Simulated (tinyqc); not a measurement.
# Two-junction solar cell, detailed-balance limit: several studies

The top cell takes all photons above E1, the bottom cell those between E2 and E1. Each cell follows J = Jsc - J0 (exp(V/Vt) - 1) with J0 = q ge Phi(gap, T)/ERE; light emitted by one cell and absorbed by the other is left out. In series both carry one current; wired apart (four terminals) each works at its own maximum power point. Efficiencies are counted against Pin = fs X sigma Ts^4.

Values chosen for this exercise: cell temperature T = 320 K; temperature of the black-body sun Ts = 7000 K; share of the hemisphere filled by the sun fs = 2.16e-5; concentration X = 1; external radiative efficiency ERE = 0.1; number of faces that emit ge = 1; gap of the bottom cell E2 = 0.85 eV; gap of the top cell E1 = 1.81 eV.

Constants: q = 1.602176634e-19 C, kB = 1.380649e-23 J/K, h = 6.62607015e-34 J s, c = 299792458 m/s, Vt = kB T/q. Results are converted to the units shown.

Each table varies one quantity; the others keep the values above.

## Effect of the gap of the bottom cell

Photon flux above E from a black body at temperature T into a hemisphere: Phi(E, T) = A sum_k exp(-k E/th)[E^2 th/k + 2 E th^2/k^2 + 2 th^3/k^3], k = 1, 2, ..., with th = kB T/q in eV and A = 2 pi q^3/(h^3 c^2). J1 = q fs X Phi(E1, Ts), J2 = q fs X [Phi(E2, Ts) - Phi(E1, Ts)], J01 and J02 as above; sigma = 2 pi^5 kB^4/(15 h^3 c^2). In series V(J) = Vt [ln((J1 - J)/J01 + 1) + ln((J2 - J)/J02 + 1)], and J V(J) is largest where V = J Vt [1/(J1 - J + J01) + 1/(J2 - J + J02)]. Apart, each cell has (1 + v) exp(v) = 1 + Jsc/J0 at its maximum power point, v = Vmp/Vt.

The same in every row: J1 (mA/cm^2) = 64.72.

Result of one run:
```
E2 (eV)	J2 (mA/cm^2)	series efficiency (%)	four-terminal efficiency (%)
1.29	35.30	27.01	39.32
```

What becomes of these results when the gap of the bottom cell E2 is changed from 1.29 to 1.61 eV, all else the same?

Result of the changed run:
```
E2 (eV)	J2 (mA/cm^2)	series efficiency (%)	four-terminal efficiency (%)
1.61	12.48	10.79	34.04
```

The whole series:
```
E2 (eV)	J2 (mA/cm^2)	series efficiency (%)	four-terminal efficiency (%)
0.5	96.37	33.91	34.60
0.66	85.00	36.80	37.67
0.82	72.60	39.49	39.77
0.98	59.75	39.20	40.73
1.13	47.74	33.99	40.57
1.29	35.30	27.01	39.32
1.45	23.48	19.17	37.10
1.61	12.48	10.79	34.04
```

As E2 goes from 0.5 to 1.61 eV, the series efficiency goes from 33.9 through a maximum of 39.5 (at E2 = 0.82 eV among the rows listed) to 10.8 %, and the four-terminal one goes from 34.6 through a maximum of 40.7 (at E2 = 0.98 eV among the rows listed) to 34.0 %. Among the rows the two lie closest, 0.28 points apart, at E2 = 0.82 eV, where J1/J2 = 0.891; the spread over the rows is 28.7 points in series and 6.69 apart. Current matching makes the series cell the more sensitive one. For E2 = 1.13 to 1.61 eV the top cell has surplus current and is radiative, so luminescent coupling, left out here, would help the series cell.

## Effect of the temperature of the black-body sun

Same model as above.

Effect of the temperature of the black-body sun:
```
Ts (K)	J1 (mA/cm^2)	J2 (mA/cm^2)	series efficiency (%)	four-terminal efficiency (%)
4000	2.949	13.01	16.38	28.49
4500	6.230	19.69	21.96	32.00
5000	11.57	27.69	27.07	34.75
5500	19.53	36.88	31.51	36.84
6000	30.68	47.11	35.16	38.36
6500	45.57	58.26	38.01	39.40
7000	64.72	70.21	39.91	40.04
7500	88.64	82.85	38.97	40.37
```

As Ts goes from 4000 to 7500 K, the series efficiency goes from 16.4 through a maximum of 39.9 (at Ts = 7000 K among the rows listed) to 39.0 %, and the four-terminal one rises from 28.5 to 40.4 %. Among the rows the two lie closest, 0.13 points apart, at Ts = 7000 K, where J1/J2 = 0.922; the spread over the rows is 23.5 points in series and 11.9 apart. Current matching makes the series cell the more sensitive one.

## Effect of the gap of the top cell

Same model as above.

Results:
```
E1 (eV)	J1 (mA/cm^2)	J2 (mA/cm^2)	series efficiency (%)	four-terminal efficiency (%)
1.36	94.76	40.17	19.55	35.57
1.47	86.78	48.14	25.07	37.29
1.58	79.19	55.73	30.82	38.58
1.7	71.40	63.53	37.08	39.53
1.81	64.72	70.21	39.91	40.04
1.92	58.49	76.43	38.68	40.25
2.15	46.93	88.00	34.81	39.89
2.26	42.07	92.85	32.77	39.42
```

Estimate the missing row, E1 = 2.04 eV.

Computed row:
```
E1 (eV)	J1 (mA/cm^2)	J2 (mA/cm^2)	series efficiency (%)	four-terminal efficiency (%)
2.04	52.21	82.71	36.77	40.18
```

With this row back in the table: As E1 goes from 1.36 to 2.26 eV, the series efficiency goes from 19.6 through a maximum of 39.9 (at E1 = 1.81 eV among the rows listed) to 32.8 %, and the four-terminal one goes from 35.6 through a maximum of 40.2 (at E1 = 1.92 eV among the rows listed) to 39.4 %. Among the rows the two lie closest, 0.13 points apart, at E1 = 1.81 eV, where J1/J2 = 0.922; the spread over the rows is 20.4 points in series and 4.68 apart. Current matching makes the series cell the more sensitive one. For E1 = 1.36 to 1.58 eV the top cell has surplus current and is radiative, so luminescent coupling, left out here, would help the series cell.

tinyqc, about 0.01 s, one thread, Intel Xeon 2.30GHz (shared host): `OMP_NUM_THREADS=1 python tinyqc.py 2820105 2820106 out.jsonl`
